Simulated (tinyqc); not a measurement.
What moves the results: Tamm state at the end of a one-band chain. A value that a table varies takes the place of the one given here.

A half-infinite chain with site energy 0 and hopping -t, band E = -2t cos(ka); the end site has energy D. The surface Green function of the unperturbed half chain is g = (E -/+ sqrt(E^2 - 4t^2))/(2t^2), the root with |t g| <= 1 and Im g <= 0, and with the shift G = g/(1 - D g).

Values chosen for the exercise: t = 0.81 eV (hopping); a = 3 angstrom (spacing); D = 2.27 eV (shift of the end site); E = 1.43 eV (energy in the band).

## Threshold for a surface state

For |D| > t: E = D + t^2/D, weight on the end site 1 - t^2/D^2, decay length of the amplitude a/ln|D/t|; a dash: no bound state. The last column is the surface density -Im G/pi at E = 0.

Against D:
```
D/t,D (eV),E (eV),end weight,decay length (angstrom),density at E = 0 (1/eV)
-3.00,-2.430,-2.7000,0.8889,2.73,0.0393
-2.00,-1.620,-2.0250,0.7500,4.33,0.0786
-1.40,-1.134,-1.7126,0.4898,8.92,0.1328
-1.10,-0.891,-1.6274,0.1736,31.48,0.1778
-0.80,-0.648,-,-,-,0.2396
0.50,0.405,-,-,-,0.3144
0.95,0.769,-,-,-,0.2066
1.05,0.851,1.6219,0.0930,61.49,0.1869
1.30,1.053,1.6761,0.4083,11.43,0.1461
2.50,2.025,2.3490,0.8400,3.27,0.0542
```

A state splits off only for |D| > t = 0.81 eV, although in the middle of an endless chain any shift binds one. Just past the threshold, at D/t = 1.05, it lies 1.9 meV outside the band and spreads over 61.5 angstrom; at D/t = -3 it holds 89 % of the end site, and the density left at the band centre has fallen to 0.10 of the clean value.

## What each parameter does

E = D + t^2/D, weight 1 - (t/D)^2, decay length -a/ln|t/D|, surface density -Im G/pi at E. Each row changes one parameter from the base and keeps the others.

Results:
```
case,bound level (eV),weight,decay (angstrom),density (1/eV)
base,2.5590,0.8727,2.911,0.0473
t = 0.8505 eV,2.5887,0.8596,3.056,0.0557
D = 2.724 eV,2.9649,0.9116,2.474,0.0290
a = 3.3 angstrom,2.5590,0.8727,3.202,0.0473
E = 0.715 eV,2.5590,0.8727,2.911,0.0553
```

The largest shifts from the base row, up to three for each result and ties (the steps differ in size, so this ranks the rows, not the parameters). bound level (eV): D +0.4058, t +0.0296; unchanged at the printed digits by a and E. weight: D +0.0389, t -0.0131; unchanged at the printed digits by a and E. decay (angstrom): D -0.438, a +0.291, t +0.145; unchanged at the printed digits by E. density (1/eV): D -0.0183, t +0.0085, E +0.0080; unchanged at the printed digits by a.

Run: tinyqc, `OMP_NUM_THREADS=1 python tinyqc.py 1451444 1451445 out.jsonl`; Intel(R) Xeon(R) Processor @ 2.30GHz, one thread, shared host; about 0.01 s of CPU time with all checks.
